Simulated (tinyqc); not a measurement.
# Long-channel MOSFET, surface-potential model: effect of the temperature

n-channel transistor on a uniformly doped p-type body, gradual-channel approximation, constant mobility, Boltzmann statistics, full ionisation. Potentials are counted from the neutral body; V is the electron quasi-Fermi potential, Vsb at the source and Vsb + Vds at the drain. Charges are magnitudes per area.

Nc and Nv are given at 293 K and scale as (T/293 K)^1.5; Eg, Vfb and mu are held fixed. ni = sqrt(Nc Nv) exp(-Eg/(2 Vt)), Eg in volts; phiF = Vt ln(Na/ni); Cox = eps0 eox/tox; gamma = sqrt(2 q eps0 eps_r Na)/Cox. The surface potential psi at channel potential V solves Vgs + Vsb - Vfb - psi = gamma sqrt(G), G = psi - Vt + Vt exp((psi - 2 phiF - V)/Vt). Charge sheet: Qi = Cox gamma [sqrt(G) - sqrt(psi - Vt)]; I = mu (W/L) [integral of Qi dpsi from psi_0 to psi_L (drift) + Vt (Qi0 - QiL) (diffusion)], with psi_0 at V = Vsb and psi_L at V = Vsb + Vds. VT = Vfb + 2 phiF + gamma sqrt(2 phiF + Vsb), m = 1 + gamma/(2 sqrt(2 phiF + Vsb)). The swing is 20 mV/log10[I(VT - 0.14 V)/I(VT - 0.16 V)] of the charge-sheet current at the given Vds.

Parameters, values chosen for the exercise; material values close to those of silicon: band gap Eg = 1.1 eV; relative permittivity of the semiconductor eps_r = 11.5; conduction-band density of states at the reference temperature Nc = 2.69e19 cm^-3; valence-band density of states at the reference temperature Nv = 2.55e19 cm^-3; acceptor density of the body Na = 6.2e16 cm^-3; relative permittivity of the gate insulator eox = 8.81; insulator thickness tox = 66 nm; flat-band voltage Vfb = -0.64 V; channel mobility mu = 520 cm^2/(V s); gate width W = 1 um; gate length L = 1 um; source-body reverse bias Vsb = 0.3 V; gate-source voltage Vgs = 2.8 V; drain-source voltage Vds = 2 V.

Constants: q = 1.602176634e-19 C, kB = 1.380649e-23 J/K, Vt = kB T/q, eps0 = 8.8541878128e-14 F/cm where lengths are in cm. Results are converted to the units shown.

The same in every row: gamma (V^0.5) = 1.203.

Results:
```
T (K)  VT (V)      m  swing (mV/decade)  I at Vgs, Vds (uA)
220     1.558  1.552              69.67               26.43
280     1.440  1.571              90.53               30.79
310     1.379  1.581              101.5               33.21
340     1.316  1.592              112.8               35.80
370     1.251  1.604              124.6               38.54
400     1.185  1.617              137.0               41.45
```

Estimate the missing row, T = 250 K.

Computed row:
```
T (K)  VT (V)      m  swing (mV/decade)  I at Vgs, Vds (uA)
250     1.500  1.561              79.95               28.53
```

With this row back in the table: As T goes from 220 to 400 K, VT falls from 1.56 to 1.18 V, the swing rises from 69.7 to 137 mV a decade and the current rises from 26.4 to 41.4 uA. The swing is 2.8 % above m Vt ln 10 in the first row and 6.7 % above it in the last. For T = 220 to 280 K the surface electron density at the source passes 0.3 Nc, where degeneracy and quantisation, left out here, matter. In every row mu V/L, with V the smaller of Vds and (Vgs - VT)/m, passes 3e6 cm/s, so velocity saturation would lower the current. In every row the mobility is held fixed, though a real channel mobility changes with T and would alter the trend of the current.

Numbers from tinyqc (`OMP_NUM_THREADS=1 python tinyqc.py 2360135 2360136 out.jsonl`; about 0.05 s on one thread of a shared Intel Xeon 2.30GHz).
